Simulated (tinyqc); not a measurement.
Random alloy fluctuations: inter-valley coupling by envelope functions against a chain of atomic planes.

Chain: E(phi) = e0 + 2 v cos(phi) + 2 u cos(2 phi), cos(phi0) = -v/(4u), e0 = 2u + v^2/(4u); plane j = 0, 1, ... has the potential V_j = dE x_j + F (j - 30) a/4 (1 MV/m = 1e-4 V/angstrom). There are 30 barrier planes a side; with y = j - 29.5, x_j = xb (f(y) + f(Nw - y)), f(y) = 1/(1 + exp(y/L)), plus any Ge added in the well. The valley splitting is the spacing of the two lowest levels. Envelope theory: F_j solves a one-valley chain with hopping -b and diagonal 2b + V_j, b = 4u sin^2(phi0), sum F_j^2 = 1; the valleys couple by Dv = sum_j F_j^2 V_j exp(-2 i phi0 j) and split by 2|Dv|.

Values chosen for the exercise (near those of the Delta valleys of silicon in a SiGe well; shifted at random, so the results belong to these values and not to a real crystal): a = 5.431 angstrom (lattice constant; planes lie a/4 apart); u = 0.602 eV (second-neighbour hopping); v = 0.655 eV (nearest hopping); Nw = 57 (planes in the well); L = 1.5 planes (interface width); xb = 0.23 (Ge fraction of the barriers); dE = 0.6 eV (offset per unit Ge fraction); F = 0 MV/m (field); x0 = 7094 (start of the number sequence); na = 8000 (atoms a plane under the dot).

A uniform fraction x is added on all planes. Each plane j then fluctuates by q sqrt(x_j (1 - x_j)/na) in Ge fraction, q = sqrt12 (z/2147483647 - 1/2) with z(new) = 16807 z mod 2147483647 from x0, restarted for each row; 24 samples. Theory: Dv is a complex Gaussian with sigma^2 = dE^2 sum F_j^4 x_j (1 - x_j)/na, and the mean splitting is sqrt(pi) sigma if the smooth part is negligible.

Splitting (micro-eV):
```
x     sigma  sqrt(pi) sigma  mean of 24  least  largest
0.00   11.5            20.3        19.0    4.5     42.2
0.01  103.7           183.9       164.6   40.3    415.5
0.02  145.5           257.9       230.4   56.3    583.0
0.05  226.1           400.8       357.5   81.9    904.2
0.10  311.0           551.3       491.6  108.7   1240.9
```

What does the comparison show, and why?

Without added Ge the disorder sits in the barriers, where the state is small: mean 19.0 micro-eV, against 0.026 for the smooth well. With 5 % Ge in the well the mean is 358, theory 401, with a statistical error of about 11 % for 24 samples; the miss is -11 %, and since every row reuses one sequence the rows with added Ge miss alike. The spread grows with the mean: at 5 % the samples run from 82 to 904, so small splittings remain possible. sigma falls as 1/sqrt(na) for larger dots. A chain with one orbital a plane has no Bloch-function factor, which scales all these couplings down in fuller models.

Run: tinyqc, `OMP_NUM_THREADS=1 python tinyqc.py 1480530 1480531 out.jsonl`; Intel(R) Xeon(R) Processor @ 2.30GHz, one thread, shared host; about 0.06 s of CPU time with all checks.
